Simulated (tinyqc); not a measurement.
# Pelgrom slope, floor and doping from two device sizes

Question. s^2 = A^2/(L W) + s0^2, with s0 independent of size and A = (q/Cox) sqrt(Na Wd/3) from random dopants alone, Cox = 3.9 eps0/ti. Find A, s0 and Na.

Values chosen for this exercise:

| symbol | value | unit | meaning |
|---|---|---|---|
| ti | 1.7 | nm | oxide-equivalent thickness in inversion |

Constants: q = 1.602176634e-19 C, eps0 = 8.8541878128e-14 F/cm where lengths are in cm. Results are converted to the units shown.

s for gate areas 0.002 and 0.018 um^2 (mV): [19.3685266, 7.33833028]
Wd = 31.6894443 nm

Solution. s^2 is linear in 1/area: slope A^2, intercept s0^2.

A = 0.850 mV um
s0 = 3.70 mV
Na = 1.10e18 cm^-3

Computed by the program tinyqc: `OMP_NUM_THREADS=1 python tinyqc.py 2090171 2090172 out.jsonl`, one thread of a shared Intel Xeon 2.30GHz, about 0.01 s for the whole run.
